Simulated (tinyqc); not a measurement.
Delay unit and parasitic delay from two ring oscillators.

Inverse problem. A ring of 31 inverters oscillates at 1/(2 x 31 d), with stage delay d = tau (h + p) for fan-out h. Find tau, p and the delay at fan-out 4.

frequencies of 31-stage ring oscillators with fan-out 2 and 4 (GHz): [0.80460103, 0.45247804]

Solution. d is a straight line in h with slope tau and intercept tau p.

tau = 7.800 ps
p = 0.5700
delay at fan-out 4 = 35.65 ps

Program tinyqc, `OMP_NUM_THREADS=1 python tinyqc.py 2082194 2082195 out.jsonl`; Intel Xeon 2.30GHz, shared host, one thread, about 0.01 s.
